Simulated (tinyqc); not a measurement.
Worked calculation: self-consistent Fermi level with native defects, at growth and after a quench. Computed by tinyqc, a small Python program that keeps every step. Command: `OMP_NUM_THREADS=1 python tinyqc.py 3029068 3029069 out.jsonl scfermi walk`. One thread of a shared host (Intel(R) Xeon(R) Processor @ 2.30GHz), about 0.04 s of CPU time with the checks. Intermediate numbers are printed to about 6 digits and carried at full precision; extremes and crossings named in words are read from the listed rows.

Energies are counted from the top of the valence band (VBM); when the gap shrinks with temperature the conduction band moves and the levels stay. The added dopant is taken as fully ionised. D and A draw on one reservoir with opposite signs, as the two vacancies of a compound do.

Inputs (values chosen for the exercise, with bands modelled on ZnSe):
```
quantity                                value   unit
gap E_g at 300 K                          2.7     eV
slope -dE_g/dT above 300 K             0.0006   eV/K
electron mass m_e                       0.146    m_0
valleys M_c                                 1      -
hole mass m_h                           0.763    m_0
E_f of the neutral native donor D       2.199     eV
E_f of the neutral native acceptor A     2.32     eV
shift s of the chemical potential       -0.13     eV
site density N_s                      3.4e+22  cm^-3
dopant density N_X                    4.4e+17  cm^-3
growth temperature T_g                   1180      K
temperature of use T                      300      K
```

Added shallow dopant: donor.

levels of D above the VBM, most positive state first (eV): 1  1.68

levels of A above the VBM, (0/-1) first (eV): 0.475  1.52

Constants: m_0 = 9.1093837015e-31 kg; k_B = 1.380649e-23 J/K; h = 6.62607015e-34 J s; k_B = 8.617333262e-05 eV/K.

## Formation energies at E_F = 0

E_f(D, 0) = input + s and E_f(A, 0) = input - s; E_f(q, E_F = 0) follows from the levels, eps(q/q-1) = E_f(q - 1) - E_f(q) at E_F = 0.

E_f(q, E_F = 0) (eV): D(+2) -0.611, D(+1) 0.389, D(0) 2.069, A(0) 2.450, A(-1) 2.925, A(-2) 4.445

## Bands at growth

E_g(T) = E_g - slope x max(0, T - 300 K). N_c = 2 M_c (2 pi m_e k_B T/h^2)^(3/2) and N_v = 2 (2 pi m_h k_B T/h^2)^(3/2), masses in units of m_0. At growth T = T_g.

E_g(T_g) = 2.172 eV

N_c(T_g) = 1.09205e+19 cm^-3

N_v(T_g) = 1.30467e+20 cm^-3

k_B T_g = 0.101685 eV

## Charges across the gap at T_g

n = N_c F_1/2((E_F - E_g)/k_B T), p = N_v F_1/2(-E_F/k_B T). F_1/2(eta) = (2/sqrt(pi)) int_0^infinity sqrt(x)/(1 + exp(x - eta)) dx, by the trapezoid rule in t = sqrt(x) with step 0.02 up to t = 12 (for eta < -12 by exp(eta) - exp(2 eta)/2^(3/2)). In equilibrium c_q = N_s exp(-(E_f(q, 0) + q E_F)/k_B T). Net charge = p - n + sum q c_q + N_X; the log ratio is ln(positive charge/negative charge). Entries near or above N_s lie outside the dilute limit and only show that E_F cannot go there.

Densities (cm^-3):
```
E_F (eV)            n            p  charge on D  charge on A  log ratio
0.109     1.68722e+10  4.00854e+19  3.24373e+24  3.19410e+10    31.8275
0.434     4.12332e+11  1.81864e+18  5.44117e+21  7.80624e+11    22.2412
0.760     1.01764e+13  7.40379e+16  9.33685e+18  1.92868e+13    12.7199
1.086     2.51151e+14  3.00049e+15  3.16892e+16  4.88779e+14     6.4639
1.412     6.19721e+15  1.21577e+14  7.14925e+14  1.98481e+16     2.8288
1.738     1.52226e+17  4.92612e+12  2.80335e+13  5.23170e+18    -2.5043
2.063     3.35528e+18  2.01572e+11  1.14555e+12  2.95870e+21    -8.8146
```

## Equilibrium at growth

E_F is the root of the log ratio, by 50 bisections between -0.5 eV and E_g + 0.5 eV.

E_F at growth = 1.59985 eV

n at growth = 3.92662e+16 cm^-3

p at growth = 1.91674e+13 cm^-3

Defects at growth:
```
state  E_f (eV)    c (cm^-3)
D(+2)   2.58869  2.98666e+11
D(+1)   1.98885  1.08924e+14
D(0)    2.06900  4.95203e+13
A(0)    2.45000  1.16824e+12
A(-1)   1.32515  7.44295e+16
A(-2)   1.24531  1.63217e+17
```

total D = 1.58743e+14 cm^-3

total A = 2.37647e+17 cm^-3

The largest part of the positive charge comes from the dopant (100 %) and that of the negative charge from charged A (91 %).

## After the quench to T

After a quench the totals of D and A stay as grown, and each is shared among its charge states with weights exp(-(E_f(q, 0) + q E_F)/k_B T).

E_F after the quench = 1.56528 eV

n after the quench = 0.121241 cm^-3

p after the quench = 8.46852e-08 cm^-3

Frozen defects:
```
state    c (cm^-3)  share of its total
D(+2)  5.00378e+04         3.15213e-10
D(+1)  1.56888e+14         9.88313e-01
D(0)   1.85517e+12         1.16866e-02
A(0)   1.69773e-02         7.14390e-20
A(-1)  3.51375e+16         1.47856e-01
A(-2)  2.02510e+17         8.52144e-01
```

The material is insulating: E_F lies so deep that free carriers are negligible. Carriers of the sign that the dopant should give amount to 2.8e-17 % of its density.

## Slow cooling against a quench

Each E_F by bisection; full equilibrium lets the defects form and vanish at every T.

Two histories (densities in cm^-3):
```
T (K)  E_F, equilibrium (eV)            n            p  all defects  E_F, frozen (eV)    n, frozen    p, frozen
1000                 1.70416  1.06693e+16  2.62467e+11  2.26627e+17           1.65458  6.00284e+15  4.66592e+11
830                  1.79468  1.74902e+15  9.74852e+08  2.21454e+17           1.64463  2.14624e+14  7.94494e+09
650                  1.88785  9.57185e+13  1.22917e+05  2.20107e+17           1.61804  7.74477e+11  1.51915e+07
480                  1.97539  9.50980e+11  6.14959e-02  2.20001e+17           1.59243  9.06215e+07  6.45337e+02
300                  2.06806  3.38787e+07  3.03061e-16  2.20000e+17           1.56528  1.21241e-01  8.46852e-08
```

At 300 K equilibrium would leave 2.20e17 defects per cm^3 against 2.38e17 frozen in, and E_F differs by -0.503 eV. Both histories end semi-insulating. Real samples lie between, set by the temperature at which diffusion stops.

Checks made by the program: neutrality at growth (relative difference below 1e-10).
